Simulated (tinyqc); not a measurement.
# Electron mobility in a silicon inversion layer, empirical terms and Matthiessen rule: effects of single changes

Inversion layer of sheet density Ns on a uniformly doped body. The mobility terms are empirical power laws with prefactors chosen for the exercise; adding their inverses (Matthiessen) is itself an approximation.

Inputs (values chosen for the exercise); material values close to those of silicon: temperature T = 350 K; band gap Eg = 1.13 eV; relative permittivity of the semiconductor eps_r = 11.7; conduction-band density of states at T Nc = 3.5e19 cm^-3; valence-band density of states at T Nv = 3.31e19 cm^-3; body doping Nb = 1.1e17 cm^-3; reverse body bias Vsb = 0.3 V; weight of the inversion charge in the effective field eta = 0.5; phonon-limited mobility at 1 MV/cm and 300 K Ap = 430 cm^2/(V s); roughness-limited mobility at 1 MV/cm As = 745 cm^2/(V s); exponent of the roughness term gs = 2; Coulomb prefactor Ac = 1800 cm^2/(V s); charge at the interface Nit = 1.5e12 cm^-2; inversion density Ns = 7.8e11 cm^-2.

Constants: q = 1.602176634e-19 C, kB = 1.380649e-23 J/K, Vt = kB T/q, eps0 = 8.8541878128e-14 F/cm where lengths are in cm. Results are converted to the units shown.

Each table varies one quantity; the others keep the values above.

## Effect of the reverse body bias

ni = sqrt(Nc Nv) exp(-Eg/(2 Vt)), Eg in volts; Ndep = sqrt(2 eps0 eps_r Nb (2 Vt ln(Nb/ni) + Vsb)/q); E = q (Ndep + eta Ns)/(eps0 eps_r), in MV/cm. With t = T/(300 K): muC = Ac (Ns/1e12 cm^-2) t/(Nb/1e17 cm^-3 + Nit/1e11 cm^-2), muP = Ap E^(-1/3) t^(-1.75), muS = As E^(-gs); 1/mu is the sum of the inverses.

The same in every row: muC (cm^2/(V s)) = 101.74.

Effect of the reverse body bias:

| Vsb (V) | E (MV/cm) | muP (cm^2/(V s)) | muS (cm^2/(V s)) | mu (cm^2/(V s)) |
|---|---|---|---|---|
| 0 | 0.22365 | 540.90 | 14894 | 85.143 |
| 0.4 | 0.26104 | 513.74 | 10933 | 84.267 |
| 0.8 | 0.29248 | 494.63 | 8709.1 | 83.573 |
| 1.2 | 0.32014 | 479.95 | 7269.0 | 82.986 |
| 1.6 | 0.34513 | 468.08 | 6254.5 | 82.472 |
| 2 | 0.36810 | 458.13 | 5498.4 | 82.010 |
| 2.4 | 0.38946 | 449.60 | 4911.6 | 81.587 |

As Vsb goes from 0 to 2.4 V, E rises from 0.224 to 0.389 MV/cm and mu falls from 85.1 to 81.6 cm^2/(V s). The Coulomb term is the smallest in the first and the last row.

## Universality: two dopings at the same effective field

Same model as above.

For each E, Ns is chosen to give that field on bodies with Nb = 1e16 and 1.1e17 cm^-3; the last column leaves out muC.

Universality: two dopings at the same effective field:

| E (MV/cm) | Ns, light body (cm^-2) | mu, light (cm^2/(V s)) | Ns, heavy body (cm^-2) | mu, heavy (cm^2/(V s)) | without muC (cm^2/(V s)) |
|---|---|---|---|---|---|
| 0.204 | 1.941e12 | 180.1 | 1.545e11 | 19.42 | 540.9 |
| 0.268 | 2.769e12 | 214.7 | 9.821e11 | 101.4 | 485.4 |
| 0.353 | 3.868e12 | 239.3 | 2.081e12 | 166.6 | 431.1 |
| 0.465 | 5.316e12 | 249.8 | 3.530e12 | 207.4 | 377.4 |
| 0.613 | 7.230e12 | 244.7 | 5.443e12 | 222.2 | 323.5 |
| 0.807 | 9.739e12 | 224.8 | 7.952e12 | 214.0 | 269.6 |
| 1.06 | 1.301e13 | 193.6 | 1.122e13 | 188.8 | 216.7 |
| 1.4 | 1.741e13 | 155.0 | 1.562e13 | 153.2 | 165.6 |

Read the table: what changes, and by how much?

The heavily doped body has 0.108 of the mobility of the light one in the first row and 0.988 in the last; there they lie 7.5 % below and 6.4 % below the curve without Coulomb scattering, which depends on E alone. The heavy body leaves that curve at low E because its field comes mostly from depletion charge and few carriers screen.

## Effect of the inversion density

Same model as above.

Effect of the inversion density:

| Ns (cm^-2) | E (MV/cm) | muC (cm^2/(V s)) | muP (cm^2/(V s)) | muS (cm^2/(V s)) | mu (cm^2/(V s)) |
|---|---|---|---|---|---|
| 2e11 | 0.2075 | 26.09 | 554.6 | 1.730e4 | 24.88 |
| 3.6e11 | 0.2199 | 46.96 | 544.0 | 1.541e4 | 43.10 |
| 6.3e11 | 0.2408 | 82.17 | 527.8 | 1.285e4 | 70.71 |
| 1.1e12 | 0.2771 | 143.5 | 503.6 | 9701 | 110.4 |
| 2e12 | 0.3467 | 260.9 | 467.4 | 6197 | 163.0 |
| 3.6e12 | 0.4704 | 469.6 | 422.2 | 3366 | 208.5 |
| 6.3e12 | 0.6792 | 821.7 | 373.5 | 1615 | 221.6 |
| 1.1e13 | 1.043 | 1435 | 323.8 | 685.3 | 190.7 |
| 2e13 | 1.739 | 2609 | 273.0 | 246.5 | 123.4 |

As Ns goes from 2e11 to 2e13 cm^-2, E rises from 0.208 to 1.74 MV/cm and mu goes from 24.9 through a maximum of 222 (at Ns = 6.3e12 cm^-2 among the rows listed) to 123 cm^2/(V s). The smallest term is the Coulomb one in the first row and the roughness one in the last. Screening lifts the Coulomb term as Ns grows while the field presses the carriers to the interface, hence the maximum. At Ns = 2e13 cm^-2 E passes 1.5 MV/cm, beyond the usual range of such laws.

Program tinyqc, `OMP_NUM_THREADS=1 python tinyqc.py 2510129 2510130 out.jsonl`; Intel Xeon 2.30GHz, shared host, one thread, about 0.01 s.
